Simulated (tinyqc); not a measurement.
# Poole-Frenkel parameters from three currents

Inverse problem. Poole-Frenkel conduction in an insulator follows J = s0 F exp[-(pt - sqrt(q F/(pi eps0 ei)))/Vt], Vt = kB T/q, F in V/cm. Find ei, pt and s0.

Constants: q = 1.602176634e-19 C, kB = 1.380649e-23 J/K, eps0 = 8.8541878128e-14 F/cm where lengths are in cm. Results are converted to the units shown.

J at (1.12 MV/cm, 400 K), (4.5 MV/cm, 400 K) and (4.5 MV/cm, 450 K) (A/cm^2): 4.1937755e-5  55.893242  149.68366

Solution. The two fields give the lowering coefficient and so ei; the two temperatures give the lowered barrier, to which the lowering is added back.

ei = 3.390
pt = 1.180 eV
s0 = 0.08800 S/cm

Program tinyqc, `OMP_NUM_THREADS=1 python tinyqc.py 2370107 2370108 out.jsonl`; Intel Xeon 2.30GHz, shared host, one thread, about 0.01 s.
